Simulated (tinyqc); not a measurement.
# Transfer-length model of a contact: two studies

A metal contact of length d and width W on a thin layer of the same width. The metal has no resistance, the sheet resistance under it equals Rsh, and current enters the layer at the front edge x = 0.

Inputs (values chosen for the exercise):
- Rsh = 230 ohm/sq (sheet resistance of the semiconductor layer)
- rc = 1.3e-8 ohm cm^2 (specific contact resistivity)
- d = 0.018 um (contact length)
- W = 0.98 um (contact width)

Each table varies one quantity; the others keep the values above.

## Effect of the sheet resistance

Transfer length Lt = sqrt(rc/Rsh); front resistance Rc = (Rsh Lt/W) coth(d/Lt); end resistance Re = (Rsh Lt/W)/sinh(d/Lt).

Effect of the sheet resistance:
```
Rsh (ohm/sq)   Lt (um)      d/Lt  Rc W (ohm um)  Re W (ohm um)
7.7            0.41089  0.043807         72.268         72.199
20             0.25495  0.070602         72.342         72.162
50             0.16125   0.11163         72.522         72.072
130            0.10000   0.18000         73.001         71.834
320           0.063738   0.28241         74.132         71.271
820           0.039817   0.45207         77.076         69.820
2100          0.024881   0.72345         84.403         66.287
5300          0.015662    1.1493         101.53         58.472
```

Rc W rises from 72.3 to 102 ohm um while Re W falls from 72.2 to 58.5 ohm um; for Rsh going to zero both tend to rc/d = 72.2 ohm um. A larger Rsh shortens Lt and crowds the current to the front edge. In 1 of the 8 rows Lt is below 20 nm, near the thickness of a real layer, where current spreads in depth and the line model fails.

## Effect of the contact length

Same model as above.

Result of one run:
```
d (um)    d/Lt  Rc W (ohm um)  rc/d (ohm um)   Re/Rc
0.012   0.1596          109.3          108.3  0.9874
```

What becomes of these results when the contact length d is changed from 0.012 to 0.14 um, all else the same?

Result of the changed run:
```
d (um)   d/Lt  Rc W (ohm um)  rc/d (ohm um)   Re/Rc
0.14    1.862          18.15          9.286  0.3033
```

The whole series:
```
d (um)    d/Lt  Rc W (ohm um)  rc/d (ohm um)    Re/Rc
0.012   0.1596          109.3          108.3   0.9874
0.017   0.2261          77.77          76.47   0.9750
0.027   0.3591          50.20          48.15   0.9388
0.04    0.5320          35.51          32.50   0.8734
0.061   0.8114          25.79          21.31   0.7420
0.093    1.237          20.47          13.98   0.5354
0.14     1.862          18.15          9.286   0.3033
0.21     2.793          17.42          6.190   0.1220
0.32     4.256          17.30          4.062  0.02834
```

Rc W falls from 109 to 17.3 ohm um, as d^(-0.98) between the first two rows. It levels off at sqrt(rc Rsh) = 17.3 ohm um and, among the rows, is within 5 % of that from d = 0.14 um on (Lt = 0.0752 um): metal beyond two transfer lengths lowers Rc by less than 4 %.

Computed by the program tinyqc: `OMP_NUM_THREADS=1 python tinyqc.py 2760015 2760016 out.jsonl`, one thread of a shared Intel Xeon 2.30GHz, about 0.01 s for the whole run.
